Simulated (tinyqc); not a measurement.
Front-illuminated p-i-n photodiode, quantum efficiency and bandwidth: efficiency and bandwidth against the thickness of the depleted layer.

Light enters through a p layer (0 to xp), a depleted layer (xp to xp + wi) and a thick n substrate, decaying as exp(-al x); one pass, no back reflection. Carriers made in the depleted layer are all collected; those in the neutral layers diffuse.

k = al Ln, s = S Ln/Dn, e = exp(-al xp); front layer f1 = (k/(k^2 - 1)) {[s + k - e (s cosh(xp/Ln) + sinh(xp/Ln))]/[s sinh(xp/Ln) + cosh(xp/Ln)] - k e}; depleted layer f2 = e (1 - exp(-al wi)); substrate f3 = e exp(-al wi) al Lp/(1 + al Lp); external efficiency (1 - Rf)(f1 + f2 + f3); responsivity = efficiency q lam/(h c). Drift response for pairs made in the depleted layer, a = al wi, g = 1 - exp(-a), u = 2 pi i f, te = wi/ve, th = wi/vh: electrons He = [g - a (exp(-a) - exp(-u te))/(u te - a)]/(u te g), holes Hh = [g - a (1 - exp(-a - u th))/(a + u th)]/(u th g); C = eps0 eps_r pi (dia/2)^2/wi + Cp; total |He + Hh|/sqrt(1 + (2 pi f RL C)^2), for the current of the depleted layer alone. Limits are the frequencies at which each factor falls to 1/sqrt(2); inverse-square sum (f_transit^-2 + f_RC^-2)^(-1/2); the diffusion currents f1 and f3 are left out of the bandwidth.

Parameters, values chosen for the exercise; values close to those of silicon at this wavelength:
- lam = 532 nm (wavelength)
- al = 7780 1/cm (absorption coefficient)
- Rf = 0.02 (reflectance of the front face)
- eps_r = 11.1 (relative permittivity)
- xp = 0.069 um (thickness of the front p layer)
- Dn = 12 cm^2/s (electron diffusion coefficient in the p layer)
- Ln = 1.1 um (electron diffusion length in the p layer)
- S = 800 cm/s (recombination velocity of the front surface)
- Lp = 5.2 um (hole diffusion length in the thick n substrate)
- ve = 9.65e6 cm/s (electron drift velocity)
- vh = 6.93e6 cm/s (hole drift velocity)
- dia = 12 um (diameter)
- RL = 50 ohm (load resistance)
- Cp = 6 fF (parasitic capacitance)

Constants: q = 1.602176634e-19 C, h = 6.62607015e-34 J s, c = 299792458 m/s, eps0 = 8.8541878128e-14 F/cm where lengths are in cm. Results are converted to the units shown.

Efficiency and bandwidth against the thickness of the depleted layer:

| wi (um) | f2 | f1 + f3 | responsivity (A/W) | transit limit (GHz) | RC limit (GHz) | 3 dB bandwidth (GHz) | inverse-square sum (GHz) | bandwidth x (1 - Rf) f2 (GHz) |
|---|---|---|---|---|---|---|---|---|
| 0.29 | 0.1914 | 0.6586 | 0.3574 | 152.6 | 71.81 | 63.22 | 64.97 | 11.86 |
| 0.48 | 0.2953 | 0.5753 | 0.3661 | 92.96 | 109.2 | 67.67 | 70.78 | 19.59 |
| 0.81 | 0.4431 | 0.4568 | 0.3784 | 55.86 | 161.4 | 51.74 | 52.78 | 22.47 |
| 1.4 | 0.6288 | 0.3079 | 0.3939 | 33.02 | 228.4 | 32.53 | 32.68 | 20.05 |
| 2.3 | 0.7894 | 0.1791 | 0.4073 | 20.58 | 293.8 | 20.50 | 20.53 | 15.86 |
| 3.9 | 0.9021 | 0.08875 | 0.4167 | 12.33 | 359.7 | 12.32 | 12.33 | 10.90 |
| 6.5 | 0.9417 | 0.05702 | 0.4200 | 7.299 | 412.9 | 7.298 | 7.298 | 6.735 |
| 11 | 0.9476 | 0.05233 | 0.4205 | 4.139 | 454.0 | 4.139 | 4.139 | 3.844 |
| 18 | 0.9477 | 0.05219 | 0.4205 | 2.447 | 481.0 | 2.447 | 2.447 | 2.273 |

What does the table show?

As wi goes from 0.29 to 18, the responsivity rises from 0.357 to 0.420 A/W and the bandwidth goes from 63.2 through a maximum of 67.7 (at wi = 0.48 among the rows listed) to 2.45 GHz. The RC limit is the lower one for wi = 0.29, the transit limit elsewhere. Adding inverse squares of the two limits is within 4.6 % of the full result. The product of bandwidth and fast efficiency goes from 11.9 through a maximum of 22.5 (at wi = 0.81 among the rows listed) to 2.27 GHz. For wi = 0.29, 0.48, 0.81, 1.4 the diffusion currents exceed 0.3 of the drift current; their own response times, left out, may then shape the whole response.

Computed by the program tinyqc: `OMP_NUM_THREADS=1 python tinyqc.py 2250021 2250022 out.jsonl`, one thread of a shared Intel Xeon 2.30GHz, about 0.01 s for the whole run.
